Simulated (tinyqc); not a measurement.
Finite-difference solution of the diffusion equation on a small grid: one step, computed by the program tinyqc.

dC/dt = D d2C/dx2 on nodes x_j = j dx, j = 0..11; the far end is sealed.

Question. Time step 2. With r = D dt/dx^2: (1 - theta r M) C(new) = (1 + (1 - theta) r M) C(old); theta = 0 explicit, 1 implicit, 1/2 Crank-Nicolson.

Boundary at x = 0: surface loss. Scheme: Crank-Nicolson.

operator M:
```
,0,1,2,3,4,5,6,7,8,9,10,11
0,-2.791111,2.000000,0.000000,0.000000,0.000000,0.000000,0.000000,0.000000,0.000000,0.000000,0.000000,0.000000
1,1.000000,-2.000000,1.000000,0.000000,0.000000,0.000000,0.000000,0.000000,0.000000,0.000000,0.000000,0.000000
2,0.000000,1.000000,-2.000000,1.000000,0.000000,0.000000,0.000000,0.000000,0.000000,0.000000,0.000000,0.000000
3,0.000000,0.000000,1.000000,-2.000000,1.000000,0.000000,0.000000,0.000000,0.000000,0.000000,0.000000,0.000000
4,0.000000,0.000000,0.000000,1.000000,-2.000000,1.000000,0.000000,0.000000,0.000000,0.000000,0.000000,0.000000
5,0.000000,0.000000,0.000000,0.000000,1.000000,-2.000000,1.000000,0.000000,0.000000,0.000000,0.000000,0.000000
6,0.000000,0.000000,0.000000,0.000000,0.000000,1.000000,-2.000000,1.000000,0.000000,0.000000,0.000000,0.000000
7,0.000000,0.000000,0.000000,0.000000,0.000000,0.000000,1.000000,-2.000000,1.000000,0.000000,0.000000,0.000000
8,0.000000,0.000000,0.000000,0.000000,0.000000,0.000000,0.000000,1.000000,-2.000000,1.000000,0.000000,0.000000
9,0.000000,0.000000,0.000000,0.000000,0.000000,0.000000,0.000000,0.000000,1.000000,-2.000000,1.000000,0.000000
10,0.000000,0.000000,0.000000,0.000000,0.000000,0.000000,0.000000,0.000000,0.000000,1.000000,-2.000000,1.000000
11,0.000000,0.000000,0.000000,0.000000,0.000000,0.000000,0.000000,0.000000,0.000000,0.000000,2.000000,-2.000000
```

mesh ratio r = 0.225

C after step 1 (%): [70.04652, 89.55169, 70.48294, 35.81811, 7.42865, 0.82053, 0.07600, 0.00704, 0.00065, 0.00006, 0.00001, 0.00000]

Give: C after step 2.

Answer.

C after step 2 (%): [65.90, 81.77, 67.02, 37.04, 11.68, 2.31, 0.34, 0.04, 0.01, 0.00, 0.00, 0.00]
